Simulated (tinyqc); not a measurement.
Strain as a design knob: strained quantum well: band edges, subbands and transparency.

Growth on (001), barriers unstrained: tr(e) = e (2 - nu2), Z = b e (1 + nu2); Ec = Ev + Eg + ac tr(e), E_HH = Ev + av tr(e) + Z, E_LH = Ev + av tr(e) - Z (coupling to the split-off band left out).

Masses along z: me, 1/(g1 - 2 g2) for HH, 1/(g1 + 2 g2) for LH, likewise in the barrier; in the plane me, 1/(g1 + g2) for HH and 1/(g1 - g2) for LH (no mixing, which understates the hole masses away from k = 0). Level n solves k L + 2 atan[(k/m)/(kappa/mb)] = n pi, k = sqrt(m E/c), kappa = sqrt(mb (V - E)/c), c = hbar^2/2m0.

Transparency (Bernard-Duraffourg): Fc - Fv equals the lowest transition energy with n = p, n = sum m/(2 pi c) kB T ln(1 + exp((Fc - E)/kB T)) and p likewise over the listed subbands; c = hbar^2/2m0, 1/angstrom^2 = 1e16/cm^2.

Constants: hbar^2/2m0 = 3.80998211 eV angstrom^2; kB = 8.617333262e-05 eV/K; hc = 1239.841984 eV nm.

Parameters, chosen for this exercise (near those of an InGaAs/InP well; the results hold for these values, not for the real material):
```
symbol  value                                                    unit      meaning
nu2     1.007                                                              2 C12/C11
Eg      0.661                                                    eV        unstrained gap of the well
Ev      -0.584                                                   eV        its valence edge
ac      -5.94                                                    eV
av      1.07                                                     eV        Ev moves by av tr(e)
b       -1.88                                                    eV        shear potential
Egb     1.347                                                    eV        gap of the barrier
Evb     -0.94                                                    eV        its valence edge
L       100                                                      angstrom  well width
me      0.0406                                                   m0        electron mass
g1      14.66                                                              gamma1
g2      5.86                                                               gamma2
meb     0.08                                                     m0
g1b     5.08
g2b     1.6
T       350                                                      K         temperature
es      (-0.02, -0.014, -0.008, -0.003, 0, 0.003, 0.007, 0.012)            strains
```

Only the strain is changed; the unstrained gap and the masses are kept.

Results:
```
e (%)  wavelength (nm)  top hole  hh1 - lh1 (meV)  n_tr (1e12/cm^2)  share in top
-2.0              1609       hh1              178             0.499          0.61
-1.4              1645       hh1              135             0.501          0.60
-0.8              1684       hh1               91             0.514          0.56
-0.3              1718       hh1               54             0.552          0.48
0.0               1740       hh1               32             0.599          0.39
0.7               1844       lh1              -20             0.661          0.72
1.2               1998       lh1              -56             0.607          0.88
```

Give the missing row, e (%) = 0.3.

Computed row:
```
e (%)  wavelength (nm)  top hole  hh1 - lh1 (meV)  n_tr (1e12/cm^2)  share in top
0.3               1762       hh1               10             0.673          0.30
```

n_tr is largest at e = +0.3 % (0.67), where hh1 - lh1 = 10 meV and the top subband holds 30 % of the holes, and smallest, 0.50, at -2.0 and -1.4 %. The top hole level turns from hh to lh, and the light from TE to TM, between +0.3 and +0.7 %. The wavelength runs from 1609 to 1998 nm.

tinyqc: `OMP_NUM_THREADS=1 python tinyqc.py 1282184 1282185 out.jsonl`; about 0.02 s, one thread, shared Intel(R) Xeon(R) Processor @ 2.30GHz.
